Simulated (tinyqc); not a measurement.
Energies of the polytypes: polytypes and stacking faults of a tetrahedral semiconductor in an axial Ising model with couplings up to third neighbours. Computed by tinyqc, a small Python program. Command: `OMP_NUM_THREADS=1 python tinyqc.py 3007519 3007520 out.jsonl polytype walk`. One thread of a shared host (Intel(R) Xeon(R) Processor @ 2.30GHz), about 0.01 s of CPU time with the checks.

Each double layer has s = +1 or -1 for the sense of its stacking step; E per pair of atoms = E0 - sum_n J_n <s_i s_(i+n)>, n = 1, 2, 3. Hexagonality h = (1 - <s_i s_(i+1)>)/2.

Inputs (values chosen for the exercise, of the order of those of GaN for J, a, G and the gaps):
```
quantity    value      unit
J1          -5.93  meV/pair
J2         -0.361  meV/pair
J3          0.087  meV/pair
gap of 3C     3.3        eV
gap of 4H     3.4        eV
```

Method. E - E(3C) = sum_n J_n (1 - C_n), C_n = <s_i s_(i+n)>. The gap is taken linear in h between 3C (h = 0) and 4H (h = 1/2), a rough rule, with a dash beyond.

correlations of the repeat units 3C (+), 2H (+-), 4H (++--), 6H (+++---), 15R (+++--), 8H (++++----), 21R (++++---), 9R (++-):
```
        n = 1     n = 2     n = 3
3C    1.00000   1.00000   1.00000
2H   -1.00000   1.00000  -1.00000
4H    0.00000  -1.00000   0.00000
6H    0.33333  -0.33333  -1.00000
15R   0.20000  -0.60000  -0.60000
8H    0.50000   0.00000  -0.50000
21R   0.42857  -0.14286  -0.71429
9R   -0.33333  -0.33333   1.00000
```

Polytypes:
```
polytype       h  E - E(3C) (meV/pair)  gap by the linear rule (eV)
3C        0.0000                 0.000                       3.3000
2H        1.0000               -11.686                            -
4H        0.5000                -6.565                       3.4000
6H        0.3333                -4.261                       3.3667
15R       0.4000                -5.182                       3.3800
8H        0.2500                -3.196                       3.3500
21R       0.2857                -3.652                       3.3571
9R        0.6667                -8.388                            -
```

E(2H) - E(3C) = -11.686 meV/pair

E(4H) - E(3C) = -6.565 meV/pair

E(6H) - E(3C) = -4.2607 meV/pair

The lowest is 2H, 3.298 meV/pair below 9R. J1/|J2| = -16.43: for J3 = 0 and J2 < 0 the ground state is 2H below -2, 4H between -2 and 2, and 3C above 2; at 2 itself all periods with bands of two or more layers are degenerate.

Extremes, crossings and ranges named in words are read from the listed rows.
